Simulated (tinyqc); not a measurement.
# From one set of inputs to another, one input at a time

Model: Rutherford backscattering from a thin compound film on silicon: kinematics, yields, composition and thickness. Computed by tinyqc, a small Python program. Command: `OMP_NUM_THREADS=1 python tinyqc.py 3002902 3002903 out.jsonl rbs ladder`. One thread of a shared host (Intel(R) Xeon(R) Processor @ 2.30GHz), about 0.01 s of CPU time with the checks.

Singly charged helium ions (Z1 = 2, M1 = 4.0026 u) enter at the tilt angle a1 to the normal and leave at a2 = |180 - theta - tilt| in the same plane. The film is A B_x.

The inputs printed are set A. Set A is modelled on a helium beam on HfO2; the values taken over come from a set modelled on a helium beam on WSi2. Inputs not listed in the table keep their values of set A, so the rows need not describe a real material.

Inputs (values chosen for the exercise, modelled on a helium beam on HfO2):

| quantity | value | unit |
|---|---|---|
| beam energy E0 | 1.8 | MeV |
| scattering angle theta | 150 | degrees |
| tilt of the sample | 0 | degrees |
| heavy element: Z_A | 72 | - |
| heavy element: mass M_A | 178.5 | u |
| heavy element: stopping eps_A at 2 MeV | 122 | 1e-15 eV cm^2 |
| light element: Z_B | 8 | - |
| light element: mass M_B | 16 | u |
| light element: stopping eps_B at 2 MeV | 35.8 | 1e-15 eV cm^2 |
| atoms of B per atom of A, x | 2.22 | - |
| atomic density of the film | 82.4 | 1/nm^3 |
| film thickness d | 75 | nm |
| collected charge | 8.6 | microcoulomb |
| detector solid angle | 1.8 | msr |
| detector resolution (FWHM) | 17 | keV |

Constants: e^2/(4 pi eps_0) = 14.39964548 eV angstrom; e = 1.602176634e-19 C.

Method:
- Kinematic factor K = [(sqrt(M^2 - M1^2 sin^2 theta) + M1 cos theta)/(M + M1)]^2.
- Surface edges lie at K E0; substrate silicon has M = 28.09 u. Mass resolution at M_A = resolution/(E0 dK/dM).
- Stopping per atom eps(E) = eps(2 MeV) (E/2 MeV)^(-0.4) (a law chosen for the exercise); Bragg rule eps_film = (eps_A + x eps_B)/(1 + x); areal density N d, with 1/nm^2 = 0.1 x 1e15/cm^2.
- Width of the signal of element i: [K_i eps(E0)/cos a1 + eps(K_i E0)/cos a2] N d; depth resolution = resolution x d/width of A; energy lost on the way in = eps(E0) N d/cos a1.
- Rutherford cross section in the laboratory frame: sigma = (Z1 Z e^2/(4 pi eps_0 4E))^2 (4/sin^4 theta) (r + cos theta)^2/r, r = sqrt(1 - (M1 sin theta/M)^2), times the screening factor 1 - 0.049 Z1 Z^(4/3)/E (E in keV); 1 angstrom^2 = 1e8 barn.
- Counts = (charge/e) x solid angle x sigma(E_mean) x areal density of the element/cos a1, E_mean = E0 - half the energy lost on the way in; 1 barn = 1e-24 cm^2. The ratio of areas returns x = (Y_B/Y_A)(sigma_A/sigma_B), with the counting error sqrt(1/Y_A + 1/Y_B).

Each row keeps all changes above it:

| input moved | from | to | depth resolution (nm) | ratio of areas Y_B/Y_A | counting error of x without background (%) |
|---|---|---|---|---|---|
| set A | - | - | 14.956 | 0.024891 | 1.5228 |
| film thickness d (nm) | 75 | 9.7 | 14.956 | 0.024887 | 4.2760 |
| detector resolution (FWHM) (keV) | 17 | 16 | 14.076 | 0.024887 | 4.2760 |
| atoms of B per atom of A, x | 2.22 | 1.9 | 13.441 | 0.021300 | 4.3784 |
| light element: stopping eps_B at 2 MeV (1e-15 eV cm^2) | 35.8 | 50.4 | 11.729 | 0.021300 | 4.3775 |
| scattering angle theta (degrees) | 150 | 165 | 12.471 | 0.021046 | 4.6392 |
| beam energy E0 (MeV) | 1.8 | 1.6 | 11.897 | 0.021088 | 4.1228 |
| heavy element: stopping eps_A at 2 MeV (1e-15 eV cm^2) | 122 | 113 | 12.410 | 0.021088 | 4.1231 |

Depth resolution goes from 15.0 to 12.4, a factor 0.830 in all. The largest single move comes from light element: stopping eps_B at 2 MeV (a factor 0.873), and scattering angle theta works against it (a factor 1.06). Ratio of areas Y_B/Y_A goes from 0.0249 to 0.0211, a factor 0.847 in all. The largest single move comes from atoms of B per atom of A, x (a factor 0.856). Counting error of x without background goes from 1.52 to 4.12, a factor 2.71 in all. The largest single move comes from film thickness d (a factor 2.81), and beam energy E0 works against it (a factor 0.889). The single moves hold for this order of the switches; the total does not depend on the order.

Extremes, crossings and ranges named in words are read from the listed rows.
